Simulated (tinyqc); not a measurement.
# Grain growth, pinning, strength and diffusional creep of a polycrystal or thin film, step by step

A worked calculation. Computed by tinyqc, a small Python program that keeps every step. Command: `OMP_NUM_THREADS=1 python tinyqc.py 3024954 3024955 out.jsonl grain walk`. One thread of a shared host (Intel(R) Xeon(R) Processor @ 2.30GHz), about 0.01 s of CPU time with the checks. Intermediate numbers are printed to about 6 digits and carried at full precision; extremes and crossings named in words are read from the listed rows.

One mean grain size d describes the structure.

Inputs (values chosen for the exercise, modelled on nickel):

| quantity | value | unit |
|---|---|---|
| shear modulus G | 80.6 | GPa |
| Burgers vector b | 2.492 | angstrom |
| atomic volume Omega | 10.94 | angstrom^3 |
| boundary energy gamma | 0.83 | J/m^2 |
| mobility prefactor M0 | 1.1e-05 | m^4/(J s) |
| activation energy of boundary motion Q_m | 1.35 | eV |
| anneal temperature T | 620 | K |
| anneal time t | 2000 | s |
| initial grain size d0 | 170 | nm |
| particle volume fraction f | 0.00071 | - |
| particle radius r | 2.7 | nm |
| friction stress sigma_0 | 27 | MPa |
| Hall-Petch slope k_y | 0.18 | MPa m^0.5 |
| lattice diffusion energy Q_l | 3.02 | eV |
| boundary diffusion energy Q_b | 1.2 | eV |
| lattice prefactor D0 | 5e-05 | m^2/s |
| boundary prefactor delta D0b | 2.5e-15 | m^3/s |
| applied stress sigma | 11 | MPa |
| service temperature T_c | 663 | K |

Sample: bulk.

Constants: k_B = 8.617333262e-05 eV/K; k_B = 1.380649e-23 J/K.

## Mobility and the sizes at which growth stops

M = M0 exp(-Q_m/(k_B T)). The driving pressure is 2 gamma/d. Zener pinning pressure 3 f gamma/(2 r) stops growth at d_Z = 4 r/(3 f). The limit is d_lim = d_Z.

mobility M = 1.16864e-16 m^4/(J s)

Zener size d_Z = 5070.42 nm

limit d_lim = 5070.42 nm

## Grain size after the anneal

dd/dt = 2 M gamma (1/d - 1/d_lim) integrates to 2 M gamma t = d_lim (d0 - d) + d_lim^2 ln[(d_lim - d0)/(d_lim - d)]; without pinning d^2 = d0^2 + 4 M gamma t.

size without pinning = 897.151 nm

grain size d = 845.363 nm

Pinning holds d to 94 % of the free value.

## Yield stress

Hall-Petch term k_y/sqrt(d). Orowan term 3.06 x 0.4 G b ln(2 rbar/b)/(pi lambda sqrt(1 - nu)) with nu = 1/3, rbar = sqrt(2/3) r, lambda = rbar (sqrt(pi/f) - 2). The terms are added to sigma_0.

Hall-Petch term = 195.772 MPa

Orowan term = 193.604 MPa

yield stress = 416.377 MPa

The largest term is the Hall-Petch one. The anneal changed the Hall-Petch term from 437 to 196 MPa.

## Diffusional creep at T_c

Nabarro-Herring rate = 14 sigma Omega D_l/(k_B T d^2), D_l = D0 exp(-Q_l/(k_B T)); Coble rate = 14 pi sigma Omega delta D_b/(k_B T d^3), delta D_b = delta D0b exp(-Q_b/(k_B T)); they are equal at d_x = pi delta D_b/D_l.

Nabarro-Herring rate = 1.42354e-16 1/s

Coble rate = 1.80772e-06 1/s

crossover size d_x = 1.07351e+10 micrometre

time to 1 % strain = 5531.83 s

Boundary diffusion carries the creep, by a factor 1.3e10. Caution: T_c is above the anneal temperature, so the grains would go on growing in service.

## Strength against creep resistance

Hall-Petch term k_y/sqrt(d).

At T_c and sigma:

| d (nm) | Hall-Petch term (MPa) | Nabarro-Herring (1/s) | Coble (1/s) | time to 1 % (s) |
|---|---|---|---|---|
| 30 | 1039.23 | 1.13035e-13 | 4.04480e-02 | 2.47231e-01 |
| 100 | 569.21 | 1.01732e-14 | 1.09210e-03 | 9.15671e+00 |
| 300 | 328.63 | 1.13035e-15 | 4.04480e-05 | 2.47231e+02 |
| 1000 | 180.00 | 1.01732e-16 | 1.09210e-06 | 9.15671e+03 |
| 3000 | 103.92 | 1.13035e-17 | 4.04480e-08 | 2.47231e+05 |
| 10000 | 56.92 | 1.01732e-18 | 1.09210e-09 | 9.15671e+06 |
| 100000 | 18.00 | 1.01732e-20 | 1.09210e-12 | 9.15671e+09 |

From 100 micrometre to 30 nm grains the Hall-Petch term grows 58 times, while the time to 1 % strain shrinks by 10.6 decades. Coble creep rules in 7 of the seven rows (d_x is a millimetre or more). Fine grains resist slip but creep fast. The Hall-Petch value at 30 nm is at the edge of that law.

## Growth with time

The formulas are those given above.

At T:

| t (s) | free growth (nm) | pinned growth (nm) | d/d_lim |
|---|---|---|---|
| 200 | 326.3 | 320.35 | 0.063180 |
| 660 | 533.8 | 515.84 | 0.101735 |
| 2000 | 897.2 | 845.36 | 0.166724 |
| 6600 | 1609.2 | 1443.85 | 0.284759 |
| 20000 | 2790.8 | 2304.13 | 0.454425 |
| 66000 | 5063.2 | 3537.54 | 0.697682 |
| 200000 | 8810.6 | 4619.95 | 0.911157 |
| 660000 | 16003.2 | 5057.58 | 0.997467 |

The apparent exponent d ln d/d ln t of the pinned growth is at most about 0.45, below the ideal 1/2, and falls to 0.076 in the last rows: the initial size hides the law early and pinning hides it late.

Checks made by the program: d against numerical integration (relative difference 3e-09).
